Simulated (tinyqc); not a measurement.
# Body thickness for a wanted scale length

Question. A double-gate structure has tan(pi ti/Lambda) tan(pi ts/(2 Lambda)) = ei/eps_r, both angles below pi/2. Find ts.

Inputs (values chosen for the exercise); permittivities: semiconductor close to that of silicon, insulator close to that of hafnium oxide:

| symbol | value | unit | meaning |
|---|---|---|---|
| eps_r | 11.7 |  | relative permittivity of the semiconductor |
| ei | 22.9 |  | relative permittivity of the insulator |
| ti | 13 | nm | insulator thickness |

Lambda = 27.910798 nm

Solution. The condition is explicit in ts: an arctangent, taken between 0 and pi/2.

ts = 3.70 nm

Program tinyqc, `OMP_NUM_THREADS=1 python tinyqc.py 2420167 2420168 out.jsonl`; Intel Xeon 2.30GHz, shared host, one thread, about 0.01 s.
